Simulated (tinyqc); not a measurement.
Three families of gaps: armchair graphene nanoribbon in tight binding.

An armchair ribbon of N dimer lines, width (N - 1) sqrt3 acc/2, period 3 acc, one pz orbital a site. In line n, A_n binds to B_n with -t exp(ik/3), times (1 + d) in the two edge lines, and to B_(n-1) and B_(n+1) with -t exp(-ik/6); k runs from -pi to pi. For d = 0 the modes across the ribbon are sin(n p pi/(N + 1)), p = 1 to N, with E = -/+ t sqrt(1 + 4 c^2 + 4 c cos(k/2)), c = cos(p pi/(N + 1)).

Values chosen for the exercise (near those used for graphene; the results hold for these values, not for the real material): t = 2.73 eV (hopping); acc = 1.42 angstrom (bond length); N0 = 24 (first width); d1 = 0.1 (edge correction).

Nine widths from N0 on, gaps at k = 0 with d = 0 and d = d1.

Gaps:

| N | family | width (angstrom) | gap, d = 0 (eV) | gap, d1 (eV) | gap x (N + 1) sqrt3 acc/2 (eV angstrom) |
|---|---|---|---|---|---|
| 24 | 3p | 28.28 | 0.3912 | 0.3319 | 10.20 |
| 25 | 3p+1 | 29.51 | 0.3852 | 0.4484 | 14.34 |
| 26 | 3p+2 | 30.74 | 0.0000 | 0.0580 | 1.93 |
| 27 | 3p | 31.97 | 0.3498 | 0.2965 | 10.21 |
| 28 | 3p+1 | 33.20 | 0.3450 | 0.4013 | 14.31 |
| 29 | 3p+2 | 34.43 | 0.0000 | 0.0522 | 1.92 |
| 30 | 3p | 35.66 | 0.3163 | 0.2679 | 10.21 |
| 31 | 3p+1 | 36.89 | 0.3123 | 0.3632 | 14.29 |
| 32 | 3p+2 | 38.12 | 0.0000 | 0.0474 | 1.92 |

Without edge correction the 3p+2 ribbons have no gap and the other two families nearly share one curve. With it the mean of the last column is 14.31 for 3p+1, 10.21 for 3p and 1.92 eV angstrom for 3p+2: the stronger edge bonds raise the gap of 3p+1, lower that of 3p and open one in 3p+2. Within a family the gap falls about as 1/width. One-electron gaps of this kind leave out the self-energy and exciton terms, which are large in narrow ribbons.

Computed by tinyqc, a small Python program: `OMP_NUM_THREADS=1 python tinyqc.py 1452883 1452884 out.jsonl` (the numbers bound the seed that draws the inputs); one thread of a shared host (Intel(R) Xeon(R) Processor @ 2.30GHz), about 0.04 s for the whole set of steps.
